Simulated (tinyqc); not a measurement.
CMOS latch-up, two-transistor model: two steps of the calculation.

A parasitic pnp (emitter at Vdd, base shunted by Rw) and npn (emitter at ground, base shunted by Rs) feed each other: the npn collector current flows out of the pnp base node, the pnp collector current into the npn base node. Forward-active transistors with constant gains: Icn = Isn exp(Vn/Vt), Icp = Isp (exp(Vp/Vt) - 1). A current Ii is injected into the npn base node.

Inputs (values chosen for the exercise); values close to those of bulk CMOS:
```
symbol    value  unit                                meaning
T           250     K                            temperature
bn         19.4                      current gain of the npn
bp          4.7                      current gain of the pnp
Isn     2.4e-19     A     saturation current of the npn at T
Isp     7.1e-20     A     saturation current of the pnp at T
Rs          550   ohm  substrate resistance shunting the npn
Rw          550   ohm       well resistance shunting the pnp
Ii         1.41    mA    current injected into the substrate
```

Constants: q = 1.602176634e-19 C, kB = 1.380649e-23 J/K, Vt = kB T/q. Results are converted to the units shown.

Problem 1. The off branch. Node equations: Vp/Rw + Icp/bp = Icn and Vn/Rs + Icn/bn = Icp + Ii. Loop gain G = gn gp/[(1/Rw + gp/bp)(1/Rs + gn/bn)], gn = Icn/Vt, gp = (Icp + Isp)/Vt; the off state ends where G = 1, and Ii there is the trigger current. For each Vn: Icn, then Vp from the first equation, then Ii from the second.

| point | Vn (V) |
|---|---|
| 0 | 0.579 |
| 1 | 0.659 |
| 2 | 0.709 |
| 3 | 0.739 |
| 4 | 0.759 |
| 5 | 0.779 |
| 6 | 0.794 |
| 7 | 0.809 |

Give: Icn; Vp; Icp; Ii; G.

Solution 1.

| point | Icn (mA) | Vp (V) | Icp (mA) | Ii (mA) | G |
|---|---|---|---|---|---|
| 0 | 1.128e-4 | 6.204e-5 | 2.048e-19 | 1.053 | 5.235e-18 |
| 1 | 0.004625 | 0.002543 | 8.897e-18 | 1.198 | 2.394e-16 |
| 2 | 0.04710 | 0.02591 | 1.653e-16 | 1.292 | 6.831e-15 |
| 3 | 0.1896 | 0.1043 | 8.908e-15 | 1.353 | 8.880e-13 |
| 4 | 0.4797 | 0.2638 | 1.479e-11 | 1.405 | 2.835e-9 |
| 5 | 1.214 | 0.6674 | 0.002018 | 1.477 | 0.6080 |
| 6 | 2.435 | 0.8326 | 4.330 | -2.761 | 66.66 |
| 7 | 4.886 | 0.8603 | 15.61 | -13.89 | 77.99 |

Ii peaks at 1.477 mA, at Vn = 0.7793 V where G = 1; beyond it the loop feeds itself.

Problem 2. Response to the injected current, once round the loop per iteration. Icn = Isn exp(Vn/Vt); Vp solves Vp/Rw + Icp/bp = Icn; Vn(new) solves Vn/Rs + (Isn/bn) exp(Vn/Vt) = Icp + Ii.

Vn at the start = 0.63 V

Wanted: Icn; Vp; Icp; Vn after iteration 1.

Solution 2.

Icn = 0.0012035 mA
Vp = 6.6193e-4 V
Icp = 2.2154e-18 mA
Vn after iteration 1 = 0.76075 V

Range of the model: Near the trigger Vn + Vp exceeds Vdd by over 0.35 V, so both collector junctions are forward biased and the forward-active model is out of range there.

Program tinyqc, `OMP_NUM_THREADS=1 python tinyqc.py 2670054 2670055 out.jsonl`; Intel Xeon 2.30GHz, shared host, one thread, about 0.04 s.
